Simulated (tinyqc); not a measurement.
Changing the temperature T: q-state Potts model on a small periodic square lattice: enumeration, Metropolis, heat-bath and Wolff steps. Computed by tinyqc, a small Python program. Command: `OMP_NUM_THREADS=1 python tinyqc.py 3111312 3111313 out.jsonl potts sweep`. One thread of a shared host (Intel(R) Xeon(R) Processor @ 2.30GHz), about 0.01 s of CPU time with the checks.

E = -J x (number of nearest-neighbour bonds with equal states); n x n sites with periodic edges have 2 n^2 bonds. Order parameter m = (q f - 1)/(q - 1), f being the largest share of one state. Sites are numbered row by row from 0. Here q = 2 and n = 4.

Inputs (values chosen for the exercise, for a model of domains or grain orientations): number of states q = 2; edge n = 4; coupling J = 27 meV.

Constants: k_B = 8.617333262e-05 eV/K.

Method:
- K = J/(k_B T); the infinite square lattice orders at K_c = ln(1 + sqrt(q)); Wolff bond probability p = 1 - exp(-K).
- All q^(n^2) states are counted by their number b of equal bonds; weights g(b) exp(K b), K = J/(k_B T). Per site: u = -J <b>/n^2, c/k_B = K^2 (<b^2> - <b>^2)/n^2.
- ln Z = ln sum g(b) exp(K b); entropy per site s/k_B = (ln Z - K <b>)/n^2.
- The same sums with m: <m> and the Binder ratio U = 1 - <m^4>/(3 <m^2>^2).

One run for each value:
```
temperature T (K)  heat capacity c (k_B/site)  entropy s (k_B/site)      <m>  energy u (meV/site)
108                                1.2457e-03               0.04344  0.99998              -53.999
144                                1.3353e-02               0.04500  0.99965              -53.981
192                                7.5468e-02               0.05573  0.99651              -53.821
256                                2.9070e-01               0.10271  0.97604              -52.892
342                                7.4090e-01               0.25063  0.87062              -49.024
455                                6.5403e-01               0.47067  0.62910              -41.542
607                                2.6702e-01               0.59814  0.43285              -35.873
810                                1.0855e-01               0.64831  0.33458              -32.896
1080                               5.1077e-02               0.67002  0.28438              -31.171
```

Over the rows, heat capacity c (k_B/site) goes from 0.00125 through a maximum among these rows, 0.741 at 342, to 0.0511; entropy s (k_B/site) rises from 0.0434 to 0.670 (exponent d ln y / d ln x 0.12 between the first rows and 0.11 between the last); <m> falls from 1.000 to 0.284 (exponent d ln y / d ln x -0.0012 between the first rows and -0.57 between the last). The entropy runs between ln(q)/n^2 = 0.043 and ln q = 0.693 k_B per site.

Extremes, crossings and ranges named in words are read from the listed rows.
